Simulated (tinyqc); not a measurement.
Via and link resistance from two via chains.

Inverse problem. A chain of 2000 vias joined by 2000 metal links has R = 2000 (Rv + Rlink), with Rlink proportional to the link length. Find Rv, Rlink for length L, and the value of Rv that the short chain would give if the links were ignored.

resistance of chains of 2000 links with link lengths L and 3 L (ohm): [62000, 1.22e5]

Solution. R per link is a straight line in the link length; its intercept at zero length is Rv.

Rv = 16.00 ohm
Rlink = 15.00 ohm
Rv without correction = 31.00 ohm

Numbers from tinyqc (`OMP_NUM_THREADS=1 python tinyqc.py 2750205 2750206 out.jsonl`; about 0.01 s on one thread of a shared Intel Xeon 2.30GHz).
